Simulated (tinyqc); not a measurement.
Free-carrier optics of a doped semiconductor (Drude model with one polar phonon): one step. Coupled plasmon-phonon modes. Five cases, with inputs chosen for the exercise.

Task: Without damping eps = 0 gives E^4 - (wL^2 + Ep^2) E^2 + Ep^2 wT^2 = 0 with wL = wT sqrt(es/ei) (Lyddane-Sachs-Teller).

Case 1.

Values chosen (out of a larger set: mass and dielectric values near those of InSb; N and mu are free inputs; interband absorption and the rise of the mass with filling are left out; not measured data): wT = 22 meV (TO phonon); es = 16.82 (static dielectric constant); ei = 15.53 (high-frequency dielectric constant).

Ep = 12.5635 meV

Case 2.

Values chosen (out of a larger set: mass and dielectric values near those of GaP; N and mu are free inputs; interband absorption and the rise of the mass with filling are left out; not measured data): wT = 46.1 meV (TO phonon); es = 11.59 (static dielectric constant); ei = 9.33 (high-frequency dielectric constant).

Ep = 18.2351 meV

Case 3.

Values chosen (out of a larger set: mass and dielectric values near those of GaN; N and mu are free inputs; interband absorption and the rise of the mass with filling are left out; not measured data): wT = 68 meV (TO phonon); es = 9.65 (static dielectric constant); ei = 5.5 (high-frequency dielectric constant).

Ep = 92.0385 meV

Case 4.

Values chosen (out of a larger set: mass and dielectric values near those of GaAs; N and mu are free inputs; interband absorption and the rise of the mass with filling are left out; not measured data): wT = 32.9 meV (TO phonon); es = 13.03 (static dielectric constant); ei = 10.87 (high-frequency dielectric constant).

Ep = 47.0369 meV

Case 5.

Values chosen (out of a larger set: mass and dielectric values near those of InAs; N and mu are free inputs; interband absorption and the rise of the mass with filling are left out; not measured data): wT = 27.4 meV (TO phonon); es = 15.66 (static dielectric constant); ei = 12.66 (high-frequency dielectric constant).

Ep = 25.8889 meV

Give: wL; L-, L+.

Result:

Case 1.

wL = 22.90 meV

L-, L+ (meV): 11.89  23.25

L+ lies 0.36 meV above the larger of wL and Ep; L- lies below wT by 10.11 meV.

Case 2.

wL = 51.38 meV

L-, L+ (meV): 16.14  52.08

L+ lies 0.70 meV above the larger of wL and Ep; L- lies below wT by 29.96 meV. The carrier damping, Gam = 21.4 meV, exceeds Ep here, so the plasmon-like mode is strongly broadened and mainly the phonon-like one would be seen.

Case 3.

wL = 90.07 meV

L-, L+ (meV): 53.41  117.18

L+ lies 25.14 meV above the larger of wL and Ep; L- lies below wT by 14.59 meV.

Case 4.

wL = 36.02 meV

L-, L+ (meV): 30.45  50.82

L+ lies 3.78 meV above the larger of wL and Ep; L- lies below wT by 2.45 meV.

Case 5.

wL = 30.47 meV

L-, L+ (meV): 20.75  34.18

L+ lies 3.70 meV above the larger of wL and Ep; L- lies below wT by 6.65 meV.

Computed by tinyqc, one run a case: `OMP_NUM_THREADS=1 python tinyqc.py N N+1 out.jsonl` with N = 1681256, 1681283, 1681293, 1681334, 1681365; one thread of a shared Intel(R) Xeon(R) Processor @ 2.30GHz, about 0.01 s a run at most.
